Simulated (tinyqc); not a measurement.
# An Irvin curve: changing the peak concentration

Model: sheet resistance and Hall data of a diffused or implanted layer. Computed by tinyqc, a small Python program. Command: `OMP_NUM_THREADS=1 python tinyqc.py 3008578 3008579 out.jsonl layer sweep`. One thread of a shared host (Intel(R) Xeon(R) Processor @ 2.30GHz), about 0.01 s of CPU time with the checks.

Carriers are taken equal to the net active doping down to the junction (full ionisation, which deep dopants in wide-gap hosts do not reach; no spill-over, no depletion), and the Hall factor is 1.

Inputs (values chosen for the exercise, modelled on donors in GaAs):
```
quantity                                 value        unit
mu_min                                     481  cm^2/(V s)
mu_max                                    9170  cm^2/(V s)
N_ref                                  6.3e+16      1/cm^3
exponent alpha                            0.39           -
length scale l                              83          nm
background doping N_B (opposite type)  2.1e+16      1/cm^3
```

Profile: Gaussian at the surface. Activation: complete.

Constants: e = 1.602176634e-19 C.

Method:
- N(x) = N_0 exp(-x^2/l^2), dose N_0 l sqrt(pi)/2, junction x_j = l sqrt(ln(N_0/N_B)).
- Mobility mu = mu_min + (mu_max - mu_min)/(1 + (N_t/N_ref)^alpha), N_t = active doping + N_B; carriers n = active doping - N_B, all dopants active.
- Integrals from x_0 (0 unless stated) to x_j by the midpoint rule on 400 even intervals: 1/R_s = e int n mu dx; sheet density n_s = int n dx; Hall sheet density (int n mu dx)^2/int n mu^2 dx; Hall mobility int n mu^2 dx/int n mu dx.
- Mean conductivity 1/(R_s x_j); mean mobility 1/(e n_s R_s).

One run for each value; columns: (1) peak concentration N_0 (1/cm^3); (2) mean conductivity 1/(R_s x_j) (S/cm); (3) sheet resistance R_s (ohm); (4) Hall mobility (cm^2/(V s)); (5) junction depth x_j (nm); (6) sheet density n_s (1/cm^2):
```
(1)         (2)    (3)   (4)    (5)        (6)
4.20e+17  108.0  644.8  3562  143.7  2.743e+12
4.70e+17  117.5  581.7  3490  146.3  3.106e+12
5.40e+17  130.2  513.4  3401  149.6  3.615e+12
6.10e+17  142.4  460.9  3324  152.3  4.125e+12
6.80e+17  154.1  419.2  3256  154.8  4.635e+12
7.70e+17  168.6  376.6  3178  157.5  5.292e+12
8.70e+17  184.0  339.4  3102  160.2  6.022e+12
9.90e+17  201.7  304.4  3022  162.9  6.900e+12
1.10e+18  217.2  278.8  2958  165.1  7.705e+12
1.30e+18  244.2  242.9  2858  168.6  9.169e+12
```

What does the table show?

Over the rows, mean conductivity 1/(R_s x_j) (S/cm) rises from 108 to 244 (exponent d ln y / d ln x 0.75 between the first rows and 0.70 between the last); sheet resistance R_s (ohm) falls from 645 to 243 (exponent d ln y / d ln x -0.92 between the first rows and -0.83 between the last); Hall mobility (cm^2/(V s)) falls from 3560 to 2860 (exponent d ln y / d ln x -0.18 between the first rows and -0.21 between the last).

Caution (rows 4.20e17, 4.70e17, 5.40e17, 6.10e17): the layer is not thick against surface and junction depletion widths, which remove carriers that this model counts.

Extremes, crossings and ranges named in words are read from the listed rows.
